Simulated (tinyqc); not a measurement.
# Changing the uniaxial anisotropy K_u

Model: domain walls in a thin film with perpendicular anisotropy: Bloch, Neel and chiral walls, motion and stripe domains. Computed by tinyqc, a small Python program. Command: `OMP_NUM_THREADS=1 python tinyqc.py 3031514 3031515 out.jsonl mwall sweep`. One thread of a shared host (Intel(R) Xeon(R) Processor @ 2.30GHz), about 0.02 s of CPU time with the checks.

One-dimensional wall: polar angle theta(x), azimuth phi of the moment in the wall (phi = 0 Neel, 90 degrees Bloch). mu_0 = 1.25663706212e-6 T m/A, gamma = 1.76085963023e11 rad/(s T).

Inputs (values chosen for the exercise, for a model film):

| quantity | value | unit |
|---|---|---|
| saturation magnetisation M_s | 1080 | kA/m |
| exchange stiffness A | 13 | pJ/m |
| DMI constant D | 0.13 | mJ/m^2 |
| thickness t | 3 | nm |

Method:
- K_eff = K_u - mu_0 M_s^2/2; Delta = sqrt(A/K_eff); sigma_0 = 4 sqrt(A K_eff); profile theta = 2 arctan exp(x/Delta); quality factor Q = 2 K_u/(mu_0 M_s^2).
- sigma(phi) = sigma_0 + 2 Delta K_D cos^2(phi) - pi D cos(phi), with the wall shape anisotropy K_D = N_x mu_0 M_s^2/2, N_x = t ln 2/(pi Delta). The minimum has cos(phi) = D/D_N for D < D_N = 4 Delta K_D/pi and phi = 0 beyond; sigma turns negative at D_c = (sigma_0 + 2 Delta K_D)/pi.
- Dipolar length l = sigma/(mu_0 M_s^2); for t much smaller than the period the domain width is w = 0.955 t exp(pi l/t) (Kaplan and Gehring), given as log10 of w in nm.

One run for each value:

| uniaxial anisotropy K_u (kJ/m^3) | width parameter Delta (nm) | wall energy sigma (mJ/m^2) | D_c (mJ/m^2) | log10 of the domain width in nm | K_eff (kJ/m^3) |
|---|---|---|---|---|---|
| 773 | 17.999 | 2.846 | 1.2284 | 1.3402 | 40.1 |
| 918 | 8.380 | 6.162 | 2.2841 | 2.3692 | 185.1 |
| 1060 | 6.304 | 8.206 | 2.9345 | 3.0032 | 327.1 |
| 1210 | 5.220 | 9.919 | 3.4798 | 3.5348 | 477.1 |
| 1350 | 4.590 | 11.287 | 3.9152 | 3.9592 | 617.1 |
| 1500 | 4.117 | 12.589 | 4.3297 | 4.3632 | 767.1 |
| 1640 | 3.786 | 13.693 | 4.6812 | 4.7059 | 907.1 |
| 1790 | 3.507 | 14.785 | 5.0289 | 5.0448 | 1057.1 |
| 1930 | 3.295 | 15.737 | 5.3317 | 5.3400 | 1197.1 |

Over the rows, width parameter Delta (nm) falls from 18.0 to 3.30 (exponent d ln y / d ln x -4.4 between the first rows and -0.83 between the last); wall energy sigma (mJ/m^2) rises from 2.85 to 15.7 (exponent d ln y / d ln x 4.5 between the first rows and 0.83 between the last); D_c (mJ/m^2) rises from 1.23 to 5.33 (exponent d ln y / d ln x 3.6 between the first rows and 0.78 between the last).

Caution (rows 773): the domains are not wide against the wall, so the thin-wall formula fails. Caution (rows 1210, 1350, 1500, 1640, 1790, 1930): the formula for N_x assumes a film much thinner than the wall width.

Extremes, crossings and ranges named in words are read from the listed rows.
